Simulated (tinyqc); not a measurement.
Space-charge-limited current with shallow traps: two steps of the calculation.

One carrier type, drift only, an injecting contact at x = 0 (zero field) and thickness L. The share th = y/(1 + y), y = (Nc/Nt) exp(-Et/kB T), of the injected charge is free: J = q mu n F, eps0 eps_r dF/dx = q (n - n0)/th.

Inputs (values chosen for the exercise):
```
symbol,value,unit,meaning
T,350,K,temperature
eps_r,23.4,,relative permittivity
mu,0.00014,cm^2/(V s),mobility
L,220,nm,thickness
Nc,1.3e19,cm^-3,band density of states
Nt,1.1e18,cm^-3,trap density
Et,0.3,eV,trap depth
n0,6.2e12,cm^-3,free carrier density in equilibrium
V,7.4,V,voltage
```

Constants: q = 1.602176634e-19 C, kB = 1.380649e-23 J/K, Vt = kB T/q, eps0 = 8.8541878128e-14 F/cm where lengths are in cm. Results are converted to the units shown.

Task 1. Limits and characteristic voltages. Ohmic J = q n0 mu V/L; Mott-Gurney J = (9/8) th eps0 eps_r mu V^2/L^3; they cross at Vx = 8 q n0 L^2/(9 th eps0 eps_r); traps fill at V_TFL = q Nt L^2/(2 eps0 eps_r).

Find: th; ohmic J; Mott-Gurney J; Vx; V_TFL.

Result 1.

th = 5.656e-4
ohmic J = 4.678e-5 A/cm^2
Mott-Gurney J = 9.492e-4 A/cm^2
Vx = 0.3647 V
V_TFL = 20.59 V

Task 2. The exact current. Exact: with u = n0/n(L), w = -u - ln(1 - u) and v = -u - u^2/2 - ln(1 - u), V = (q n0 L^2/(th eps0 eps_r)) v/w^2 and J = q^2 n0^2 mu L/(th eps0 eps_r w). v/w^2 falls steadily with u, so u follows by bisection.

Find: v/w^2; u; w; J; exit field over V/L.

Result 2.

v/w^2 = 18.04
u = 0.07084
w = 0.002635
J = 9.844e-4 A/cm^2
exit field over V/L = 1.491

J is 1.2 % below the plain sum of the two limits; the exit field lies between the ohmic 1 and the Mott-Gurney 1.5.

Range of the model: Diffusion and a field-dependent mobility are left out. With injecting contacts the diffusion current, about 4 pi^2 Vt th eps0 eps_r mu V/L^3, equals the Mott-Gurney current at V = 35 kB T/q (0.9 V at 300 K), so the drift-only result needs V well above that.

Program tinyqc, `OMP_NUM_THREADS=1 python tinyqc.py 2370026 2370027 out.jsonl`; Intel Xeon 2.30GHz, shared host, one thread, about 0.01 s.
